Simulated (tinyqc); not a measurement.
Inside a calculation. Model: on-chip interconnect, size-dependent resistivity and RC delay.

Program tinyqc, `OMP_NUM_THREADS=1 python tinyqc.py 2100002 2100003 out.jsonl`; Intel Xeon 2.30GHz, shared host, one thread, about 0.01 s. Printed values are rounded.

A rectangular line between two neighbours and two ground planes. Surface and grain-boundary scattering are added to the bulk resistivity as corrections; capacitances are parallel-plate values without fringing; inductance is ignored.

Parameters, values chosen for the exercise; metal values close to those of copper: bulk resistivity rho0 = 1.7 uohm cm; bulk mean free path lam = 40.2 nm; specular share of surface scattering ps = 0; reflection coefficient of grain boundaries Rg = 0.18; grain size over the metal width gr = 1; drawn line width wd = 14 nm; aspect ratio, height over width AR = 1.5; liner on both walls and the bottom, not conducting tl = 1.1 nm; space to the neighbouring lines sp = 28 nm; dielectric height to the planes above and below hd = 18 nm; relative permittivity of the dielectric ek = 2.7; Miller factor of the neighbours Mf = 2; line length Lw = 280 um; driver resistance Rd = 340 ohm; load capacitance Cl = 0.62 fF; time step dt = 390 ps.

Constants: eps0 = 8.8541878128e-12 F/m. Results are converted to the units shown.

Range of the model: The metal width is under the mean free path, where the thick-limit surface term and the simple sum of corrections lose accuracy.

## Resistivity, resistance and capacitance per length

Metal width x = wd - 2 tl, height y = AR wd - tl; grain boundaries (Mayadas-Shatzkes): al = (lam/(gr x)) Rg/(1 - Rg), g = 1/[1 - 3 al/2 + 3 al^2 - 3 al^3 ln(1 + 1/al)] - 1; surfaces (Fuchs-Sondheimer, thick limit): s = (3/8) lam (1 - ps)(1/x + 1/y); rho = rho0 (1 + g + s); r = rho/(x y); c = eps0 ek (2 wd/hd + 2 Mf AR wd/sp).

x = 11.8 nm
y = 19.9 nm
al = 0.747830
g = 1.03730
s = 2.03508
rho = 6.92305 uohm cm
r = 294.824 ohm/um
c = 0.108907 fF/um

rho is 4.07 times the bulk value; surfaces add more (2.04 against 1.04). The liner takes 20.1 % of the cross-section.

## Ladder and Elmore delays

4 equal pi sections: series Rs = r Lw/4; node capacitances c Lw/4, halved at nodes 0 and 4, with Cl added to node 4; Rd feeds node 0. Elmore delay of node k: the sum, over the resistors on the path to k, of resistance times all capacitance downstream of it.

Rs = 20637.7 ohm

```
node   C (fF)  Elmore delay (ps)
0     3.81173            10.5787
1     7.62346            574.030
2     7.62346            980.151
3     7.62346            1228.94
4     4.43173            1320.40
```

The far-end value equals Rd (c Lw + Cl) + r Lw (c Lw/2 + Cl) for any number of pi sections; the line resistance contributes 99.2 % of it.

## Step 1: node voltages after a time step

v at t = 0, node 0 to 4 (V): [0, 0, 0, 0, 0]

A 1 V step is applied behind Rd at t = 0. C dv/dt = -G v + b, with G the conductance matrix of the ladder (1/Rs between neighbours, 1/Rd added at node 0) and b = (1 V/Rd, 0, ...). Trapezoidal step: (C/dt + G/2) v(new) = (C/dt - G/2) v + b.

v at t = 1 dt, node 0 to 4 (V): [1.96813, 0.82735, 0.35410, 0.16655, 0.11337]

Node 0 overshoots the 1 V source: the trapezoidal rule rings on modes much faster than dt.

## Step 2: node voltages after a time step

As before.

v at t = 2 dt, node 0 to 4 (V): [0.036977, 0.708440, 0.616437, 0.450396, 0.378990]

## Course in time

A 1 V step is applied behind Rd at t = 0. C dv/dt = -G v + b, with G the conductance matrix of the ladder (1/Rs between neighbours, 1/Rd added at node 0) and b = (1 V/Rd, 0, ...). Trapezoidal step: (C/dt + G/2) v(new) = (C/dt - G/2) v + b. The last column solves the same ladder exactly by its modes.

Voltages (V):
```
t (ps)  node 0  node 2  node 4  node 4, exact
390.0    1.968  0.3541  0.1134         0.1429
780.0    0.037  0.6164  0.3790         0.3891
1170     1.944  0.6780  0.5877         0.5729
1560     0.064  0.8116  0.7020         0.7019
1950     1.920  0.8477  0.7978         0.7920
2340     0.090  0.9068  0.8579         0.8548
2730     1.897  0.9277  0.9013         0.8987
3120     0.114  0.9542  0.9318         0.9293
3510     1.874  0.9655  0.9520         0.9507
3900     0.137  0.9776  0.9672         0.9656
4290     1.852  0.9835  0.9768         0.9760
4680     0.159  0.9891  0.9842         0.9832
```

The far end of the ladder reaches 0.5 V at 998.7 ps, 0.756 of its Elmore delay (ln 2 = 0.693 for a single pole); the slowest mode has a time constant of 1084 ps. The largest error of the trapezoidal steps at that node is 29 mV. Node 0 swings up and down from step to step: the trapezoidal rule does not damp modes much faster than dt, so these swings are numerical.
